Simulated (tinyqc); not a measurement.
A chain with a side-coupled site and dephasing by Buettiker voltage probes: two steps of the calculation.

Sites 1 to 4 form a chain with hopping -t, and site 5 hangs on site 2 by -ts. Lead L joins site 1 and lead R site 4, both semi-infinite chains with hopping -t and site energy 0. Every site carries a probe with self-energy -i Gamma_p/2 that draws no net current. Linear response at zero temperature: mu_L = 1, mu_R = 0 in units of the bias.

Constants: q = 1.602176634e-19 C, h = 6.62607015e-34 J s. Results are converted to the units shown.

Question 1. Probe potentials and effective transmission. No current into probe p: W mu = T_pL with W_pp = T_pL + T_pR + sum_q T_pq and W_pq = -T_pq. Then T_eff = T_RL + sum_p T_pR mu_p, and the resistance is (h/2q^2)/T_eff.

T_RL = 0.52513030

```
probe        T_pL        T_pR
1      0.14453540  0.08623383
2      0.13450449  0.10136468
3      0.10136468  0.12380451
4      0.08623383  0.15739844
5      0.00410526  0.00309378
```

T_pq:
```
             1            2            3            4            5
1  0.000000000  0.022087542  0.016645516  0.014160817  0.000674141
2  0.022087542  0.000000000  0.019566187  0.016645516  0.000792428
3  0.016645516  0.019566187  0.000000000  0.020330455  0.000597186
4  0.014160817  0.016645516  0.020330455  0.000000000  0.000508043
5  0.000674141  0.000792428  0.000597186  0.000508043  0.000000000
```

Wanted: W; mu_p; T_eff; resistance.

Answer 1.

W:
```
          1         2         3         4         5
1   0.28434  -0.02209  -0.01665  -0.01416  -0.00067
2  -0.02209   0.29496  -0.01957  -0.01665  -0.00079
3  -0.01665  -0.01957   0.28231  -0.02033  -0.00060
4  -0.01416  -0.01665  -0.02033   0.29528  -0.00051
5  -0.00067  -0.00079  -0.00060  -0.00051   0.00977
```

mu_p, probe 1 to 5: 0.59892  0.55469  0.46170  0.38478  0.55469
T_eff = 0.75244
resistance = 17.153 kohm

Question 2. Current at both leads. In units of (2 q^2/h) times the bias, T_RL + sum_p T_pL (1 - mu_p) leaves L and T_RL + sum_p T_pR mu_p enters R.

T_RL = 0.52513030

```
probe        T_pL        T_pR        mu_p
1      0.14453540  0.08623383  0.59891908
2      0.13450449  0.10136468  0.55468783
3      0.10136468  0.12380451  0.46169735
4      0.08623383  0.15739844  0.38477892
5      0.00410526  0.00309378  0.55468783
```

Wanted: current leaving L; current entering R.

Answer 2.

current leaving L = 0.75244
current entering R = 0.75244

The two are equal: the probes conserve the current.

Numbers from tinyqc (`OMP_NUM_THREADS=1 python tinyqc.py 2700026 2700027 out.jsonl`; about 0.01 s on one thread of a shared Intel Xeon 2.30GHz).
